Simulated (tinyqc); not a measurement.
Hexagonal on-chip spiral inductor, lumped pi model: two steps of the calculation.

Outer diameter do = di + 2 n wd + 2 (n - 1) sp, mean da = (do + di)/2, fill p = (do - di)/(do + di), length l = 3.464 n da. L = 2.33 mu0 n^2 da/(1 + 3.82 p), mu0 = 4 pi 1e-7 H/m. Rs = rho l/(wd delta (1 - exp(-th/delta))), delta = sqrt(rho/(pi f mu0)). Cs = n wd^2 eps0 eo/hu across the coil. At each end Cox = l wd eps0 eo/(2 ho) leads to the substrate branch Rsi = 2 rs he/(l wd) in parallel with Csi = l wd eps0 11.7/(2 he). With one end grounded Y = 1/(Rs + i w L) + i w Cs + 1/[1/(i w Cox) + 1/(1/Rsi + i w Csi)], w = 2 pi f; Q = -Im Y/Re Y. Eddy currents in neighbouring turns and in the substrate are left out.

Values chosen for this exercise; values of the order met in silicon radio-frequency processes:
- n = 3.5 (number of turns)
- wd = 6 um (line width)
- sp = 2 um (space between turns)
- di = 100 um (inner diameter)
- th = 0.9 um (metal thickness)
- rho = 1.9 uohm cm (metal resistivity)
- ho = 6.6 um (oxide below the coil)
- hu = 0.6 um (oxide between coil and underpass)
- eo = 3 (relative permittivity of the oxide)
- rs = 1000 ohm cm (substrate resistivity)
- he = 50 um (effective spreading depth in the substrate)
- f = 1.6 GHz (frequency)

Constants: eps0 = 8.8541878128e-12 F/m. Results are converted to the units shown.

Task 1. Geometry and model elements. do, l, L, delta, Rs, Cs, Cox, Rsi and Csi as defined.

Wanted: do; l; L; delta; Rs; Cs; Cox; Rsi; Csi.

Result 1.

do = 152.0 um
l = 1528 um
L = 2.527 nH
delta = 1.734 um
Rs = 6.890 ohm
Cs = 5.578 fF
Cox = 18.44 fF
Rsi = 1.091e5 ohm
Csi = 9.495 fF

Task 2. Admittance, quality factor and apparent inductance. Series branch 1/(Rs + i w L), substrate branch, total Y, Q = -Im Y/Re Y, apparent inductance Im(1/Y)/w, metal-only value w L/Rs, share of the loss in the substrate Re(substrate branch)/Re Y.

L = 2.5272210 nH
Rs = 6.8896590 ohm
Cs = 5.5781383 fF
Cox = 18.444368 fF
Rsi = 1.0910189e5 ohm
Csi = 9.4951606 fF

Give: series branch; substrate branch; Y; Q; apparent inductance; w L/Rs; share of the loss in the substrate.

Result 2.

series branch = 9.94-36.66i mS
substrate branch = 0.00399+0.06315i mS
Y = 9.95-36.54i mS
Q = 3.674
apparent inductance = 2.534 nH
w L/Rs = 3.688
share of the loss in the substrate = 0.04012 %

Q is 99.6 % of the metal-only value.

Computed by the program tinyqc: `OMP_NUM_THREADS=1 python tinyqc.py 2302061 2302062 out.jsonl`, one thread of a shared Intel Xeon 2.30GHz, about 0.01 s for the whole run.
